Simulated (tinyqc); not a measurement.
## Slope factor and drain-induced lowering from three currents

Question. With source and body at 0 V, I = A exp((Vg + dd Vd)/(nf Vt)) (1 - exp(-Vd/Vt)). Find nf, the swing nf Vt ln 10 and dd.

Parameters, values chosen for the exercise: temperature T = 330 K.

Constants: q = 1.602176634e-19 C, kB = 1.380649e-23 J/K, Vt = kB T/q. Results are converted to the units shown.

currents at (Vg, Vd) = (0, 0.05), (0, 1.1) and (0.11, 1.1) V (nA/um): [0.0056733288, 0.099969312, 2.2627980]

Solution. The pair at equal Vd gives nf; the pair at equal Vg, after dividing out the factors 1 - exp(-Vd/Vt), gives dd.

nf = 1.24
swing = 81.2 mV/decade
dd = 0.0900

Program tinyqc, `OMP_NUM_THREADS=1 python tinyqc.py 2242095 2242096 out.jsonl`; Intel Xeon 2.30GHz, shared host, one thread, about 0.03 s.
